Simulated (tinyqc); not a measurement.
Landau-Devonshire theory of a uniaxial ferroelectric: one step, computed by the program tinyqc.

G(P) = (alpha/2) P^2 + (beta*/4) P^4 + (gamma/6) P^6 - E P per volume, SI units, one domain, P along the polar axis, which is normal to the film.

Problem. Spontaneous polarisation, susceptibility, coercive field. Ps^2 = [-beta* + sqrt(beta*^2 - 4 alpha gamma)]/(2 gamma). chi = 1/(eps_0 G''), G'' = alpha + 3 beta* P^2 + 5 gamma P^4 at Ps. Ps, chi and the coercive field are for perfect screening, without a depolarising field. The intrinsic coercive field is |alpha P + beta* P^3 + gamma P^5| at the P_c where G'' = 0. 1 C/m^2 = 100 microcoulomb/cm^2.

Inputs (values chosen for the exercise, modelled on lead titanate): Curie-Weiss temperature T0 = 752 K; gamma = 1.54e+09 J m^9/C^6; temperature T = 573 K.

Sample: epitaxial film.

alpha = -1.852589e+08 J m/C^2

beta* = 2.076364e+08 J m^5/C^4

Constants: eps_0 = 8.8541878128e-12 F/m.

Give: spontaneous polarisation Ps; susceptibility chi; well depth G(Ps); P_c; intrinsic coercive field.

Solution.

spontaneous polarisation Ps = 53.47 microcoulomb/cm^2

susceptibility chi = 181.5

well depth G(Ps) = -16.24 MJ/m^3

P_c = 34.62 microcoulomb/cm^2

intrinsic coercive field = 47.86 MV/m

P_c/Ps = 0.647, above the 0.577 of a quartic well, as the sixth-order term matters. Real switching runs by domain nucleation at far lower fields.
